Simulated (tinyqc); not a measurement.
Critical temperature from a phonon spectrum: McMillan, Allen-Dynes and the linearised Eliashberg equation: one step, computed by the program tinyqc.

alpha^2 F(omega) = sum_i (lambda_i omega_i/2) delta(omega - omega_i), so that lambda = 2 int alpha^2 F/omega d omega = sum_i lambda_i.

Problem. Largest eigenvalue of the small kernel. K is the kernel of the linearised Eliashberg equation on the Matsubara points omega_n = (2n + 1) pi k_B T; T_c is where its largest eigenvalue rho is zero. Diagonalise K; at rho = 0 the eigenvector c is the gap function Delta_n/omega_n up to a factor; away from it Delta_n/Delta_0 = (2n + 1) c_n/c_0 is only an estimate.

Inputs (values chosen for the exercise, for a model metal): trial temperature = 23.3 K.

Peaks in alpha^2 F: three.

K:
```
          1          2          3
1  0.127651   2.122430   1.538880
2  2.122430  -5.111120   1.693109
3  1.538880   1.693109  -9.406606
```

Give: largest eigenvalue rho; Delta_n/Delta_0.

Solution.

largest eigenvalue rho = 1.266

Delta_n/Delta_0: 1.000  1.162  1.028

rho > 0: in this small matrix the trial temperature lies below T_c.
